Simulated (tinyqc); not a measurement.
Rise against time: self-heating of a transistor with one or more fingers, with temperature-dependent conductivity. Computed by tinyqc, a small Python program. Command: `OMP_NUM_THREADS=1 python tinyqc.py 3022972 3022973 out.jsonl selfheat walk`. One thread of a shared host (Intel(R) Xeon(R) Processor @ 2.30GHz), about 0.08 s of CPU time with the checks.

N long parallel fingers lie on the top face of a slab whose bottom is held at T_0; the top is otherwise insulated, and heat flows in two dimensions. P in W/mm is 1000 P in W/m.

Inputs (values chosen for the exercise, modelled on silicon): conductivity at the base temperature kappa_0 = 116 W/(m K); power per gate width P = 1.4 W/mm; fingers N = 5; finger pitch s = 55 micrometre; width of the heat source w = 0.33 micrometre; substrate thickness t = 110 micrometre; heat capacity C = 1.65 1e6 J/(m^3 K); pulse length = 82 microsecond.

Power: power rises with temperature.

Method:
- A line source of power P on the top face raises the top at distance x by (P/(pi kappa_0)) g(x), g(x) = -ln tanh(pi x/(4 t)) (the image sum for the slab). On a strip of width w the centre sees the mean of g over the strip, g_0 = 1 + ln(8 t/(pi w)) for w much below t.
- theta_i = (P/(pi kappa_0)) [g_0 + sum over j != i of g(|i - j| s)], with equal powers and constant conductivity; thermal resistance = largest theta/P.
- After switching on, theta(tau) = (P D/kappa_0) int_0^tau X(u) Z(u) du at the hottest finger, D = kappa_0/C; X = sum over fingers at distance x of [erf((x + w/2)/r) - erf((x - w/2)/r)]/(2 w), Z = sum_(j=-200..200) (-1)^j exp(-(2 j t/r)^2)/sqrt(pi D u), r = 2 sqrt(D u); trapezoid rule on 300 points evenly spaced in ln u from u_0 = 1e-3 min(tau, w^2/D) to tau, plus the exact piece 2 sqrt(u_0/(pi D))/w below u_0. Conductivity and power are held at their base values here, and Fourier's law is used even where the diffusion length is near a phonon free path.

diffusivity D = 70.3030 micrometre^2/microsecond

theta of each finger (K): [36.2144, 39.6636, 40.5540, 39.6636, 36.2144]

largest theta = 40.5540 K

Heating curve:
```
time (microsecond)  sqrt(D time) (micrometre)  rise (K)  share of the steady rise
1.70e-04                              0.10932    4.1505                    0.1023
0.0017                                0.34571    8.2734                     0.204
0.017                                  1.0932    12.664                    0.3123
0.17                                   3.4571    17.083                    0.4213
1.7                                    10.932    21.507                    0.5303
8.6                                    24.589    25.186                    0.6211
34                                     48.891    31.127                    0.7676
100                                    83.847    37.536                    0.9256
260                                    135.20    40.326                    0.9944
```

Half the steady rise is reached between 0.17 and 1.7 microseconds, and the last row holds 99.4 % of it; the slowest time constant is 4 t^2/(pi^2 D) = 69.8 microseconds. While the diffusion length lies between w and the pitch or thickness, the rise grows as the logarithm of time; once it nears the pitch of 55 micrometre the neighbours add their heat.

Extremes, crossings and ranges named in words are read from the listed rows.
